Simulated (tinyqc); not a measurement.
Pariser-Parr-Pople SCF with singles CI, for the molecule [CH2+]C(C=O)=CC=CO (SMILES; centres numbered as the heavy atoms are written), step by step. One step of it, computed by the program tinyqc.

Task: Iteration 3: Fock matrix. F_rr = H_rr + P_rr gamma_rr / 2 + sum_(s != r) P_ss gamma_rs; F_rs = H_rs - P_rs gamma_rs / 2; E = tr P (H + F) / 2 + core repulsion sum_(r<s) z_r z_s gamma_rs.

P after iteration 2:
```
           1C         2C         3C         4O         5C         6C         7C         8O
1C   0.738508   0.776851   0.083952  -0.294424   0.190408  -0.246246  -0.182285   0.214723
2C   0.776851   1.028390   0.358539  -0.026324   0.480817  -0.013462  -0.155447   0.068761
3C   0.083952   0.358539   0.771576   0.885622   0.041510  -0.055896  -0.026112   0.028702
4O  -0.294424  -0.026324   0.885622   1.274676  -0.127598   0.008347   0.075976  -0.035602
5C   0.190408   0.480817   0.041510  -0.127598   0.766069   0.693233   0.202342  -0.292270
6C  -0.246246  -0.013462  -0.055896   0.008347   0.693233   1.034962   0.632208  -0.173359
7C  -0.182285  -0.155447  -0.026112   0.075976   0.202342   0.632208   0.850565   0.643799
8O   0.214723   0.068761   0.028702  -0.035602  -0.292270  -0.173359   0.643799   1.535255
```

core matrix H (eV):
```
            1C          2C          3C          4O          5C          6C          7C          8O
1C  -44.187315   -2.390000    0.000000    0.000000    0.000000    0.000000    0.000000    0.000000
2C   -2.390000  -54.489348   -2.390000    0.000000   -2.390000    0.000000    0.000000    0.000000
3C    0.000000   -2.390000  -51.186002   -2.500000    0.000000    0.000000    0.000000    0.000000
4O    0.000000    0.000000   -2.500000  -55.833388    0.000000    0.000000    0.000000    0.000000
5C    0.000000   -2.390000    0.000000    0.000000  -54.716027   -2.390000    0.000000    0.000000
6C    0.000000    0.000000    0.000000    0.000000   -2.390000  -56.791261   -2.390000    0.000000
7C    0.000000    0.000000    0.000000    0.000000    0.000000   -2.390000  -55.143032   -2.200000
8O    0.000000    0.000000    0.000000    0.000000    0.000000    0.000000   -2.200000  -62.716358
```

repulsion gamma_rs (eV):
```
           1C         2C         3C         4O         5C         6C         7C         8O
1C  11.950000   7.795260   5.317866   3.752665   5.317842   3.696868   2.881448   2.337683
2C   7.795260  11.950000   7.795818   5.487929   7.794293   5.317842   3.696640   2.925783
3C   5.317866   7.795818  11.950000   8.358809   5.316770   4.723324   3.295275   2.814071
4O   3.752665   5.487929   8.358809  16.720000   4.840902   5.486534   3.752205   3.377172
5C   5.317842   7.794293   5.316770   4.840902  11.950000   7.795260   5.317668   3.791646
6C   3.696868   5.317842   4.723324   5.486534   7.795260  11.950000   7.795610   5.612911
7C   2.881448   3.696640   3.295275   3.752205   5.317668   7.795610  11.950000   8.827093
8O   2.337683   2.925783   2.814071   3.377172   3.791646   5.612911   8.827093  22.450000
```

Centres (angstrom, eV; a flat drawing with bonds scaled to 1.40 angstrom):
```
centre          x          y  core charge z          W   gamma_rr
1C       2.628000   1.141000              1  10.750000  11.950000
2C       1.491000   0.324000              1  10.750000  11.950000
3C       1.630000  -1.069000              1  10.750000  11.950000
4O       0.493000  -1.885000              1  17.400000  16.720000
5C       0.215000   0.901000              1  10.750000  11.950000
6C      -0.922000   0.084000              1  10.750000  11.950000
7C      -2.198000   0.660000              1  10.750000  11.950000
8O      -3.335000  -0.157000              2  33.030000  22.450000
```

Give: F; pi energy.

Result:

F (eV):
```
        1C       2C      3C       4O      5C       6C       7C       8O
1C  -8.932   -5.418  -0.223    0.552  -0.506    0.455    0.263   -0.251
2C  -5.418  -10.467  -3.788    0.072  -4.264    0.036    0.287   -0.101
3C  -0.223   -3.788  -7.892   -6.201  -0.110    0.132    0.043   -0.040
4O   0.552    0.072  -6.201  -12.549   0.309   -0.023   -0.143    0.060
5C  -0.506   -4.264  -0.110    0.309  -9.511   -5.092   -0.538    0.554
6C   0.455    0.036   0.132   -0.023  -5.092  -10.551   -4.854    0.487
7C   0.263    0.287   0.043   -0.143  -0.538   -4.854  -11.112   -5.041
8O  -0.251   -0.101  -0.040    0.060   0.554    0.487   -5.041  -18.050
```

pi energy = -128.687 eV
